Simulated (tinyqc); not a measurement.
What each parameter does: metal-induced gap states at the contact of a metal chain and a two-band chain.

The semiconductor alternates sites A at -Eg/2 and C at +Eg/2 with hopping -t; the gap runs from -Eg/2 to Eg/2. In the gap cosh(q a) = 1 + (Eg^2/4 - E^2)/(2 t^2) and the amplitude changes by -exp(-q a) a period. The metal has site energy 0 and hopping -tm; its end site has g_m = (E - i sqrt(4 tm^2 - E^2))/(2 tm^2). Sites 1, 2, ... count into the semiconductor, with energies e1, e2 alternating. The clean half chain has g1 = 1/(E - e1 - t^2 g2), g2 = 1/(E - e2 - t^2 g1), decaying root. With the contact G11 = 1/(1/g1 - tc^2 g_m), and the density on site j is -Im G_jj/pi = |psi_j/psi_1|^2 (-Im G11/pi), per spin, with psi_2/psi_1 = -t g2, psi_3/psi_2 = -t g1.

Constants: e^2/(4 pi eps0) = 14.39964547 eV angstrom.

Values chosen for the exercise (gap and optical dielectric constant near those of SiO2; the chain itself is a model; shifted at random, so the results belong to these values and not to a real crystal):

| symbol | value | unit | meaning |
|---|---|---|---|
| Eg | 9.19 | eV | gap |
| t | 2.59 | eV | hopping in the semiconductor |
| tm | 3.68 | eV | hopping in the metal |
| tc | 2.63 | eV | hopping across the contact |
| end | C |  | site that touches the metal |
| a | 3.1 | angstrom | period (two sites); one chain for each area a^2 |
| eps | 2.2 |  | dielectric constant |
| E | -1.56 | eV | energy from mid-gap |

xi = 1/(2q), summed density, and S = 1/(1 + 4 pi e^2 N xi/eps), N = 2 (summed density)/a^2.

One parameter was then changed.

Results before and after:

| case | xi (angstrom) | summed density (1/eV) | S |
|---|---|---|---|
| base | 1.021 | 0.01494 | 0.7930 |
| changed | 0.934 | 0.01294 | 0.8285 |

Which of these changes was made? (a) Eg = 10.109 eV; (b) tm = 4.048 eV; (c) t = 2.849 eV; (d) eps = 2.42; (e) end = A; (f) tc = 2.893 eV.

Answer: (a) Eg = 10.109 eV. Of the candidates, run in turn, only this one gives the changed row.

All candidates:

| case | xi (angstrom) | summed density (1/eV) | S |
|---|---|---|---|
| base | 1.021 | 0.01494 | 0.7930 |
| Eg = 10.109 eV | 0.934 | 0.01294 | 0.8285 |
| t = 2.849 eV | 1.107 | 0.01465 | 0.7827 |
| tm = 4.048 eV | 1.021 | 0.01353 | 0.8088 |
| tc = 2.893 eV | 1.021 | 0.01798 | 0.7609 |
| eps = 2.42 | 1.021 | 0.01494 | 0.8082 |
| end = A | 1.021 | 0.03131 | 0.6464 |

The decay length belongs to the semiconductor alone; the metal and the contact set only the amplitude.

tinyqc: `OMP_NUM_THREADS=1 python tinyqc.py 1450122 1450123 out.jsonl`; about 0.01 s, one thread, shared Intel(R) Xeon(R) Processor @ 2.30GHz.
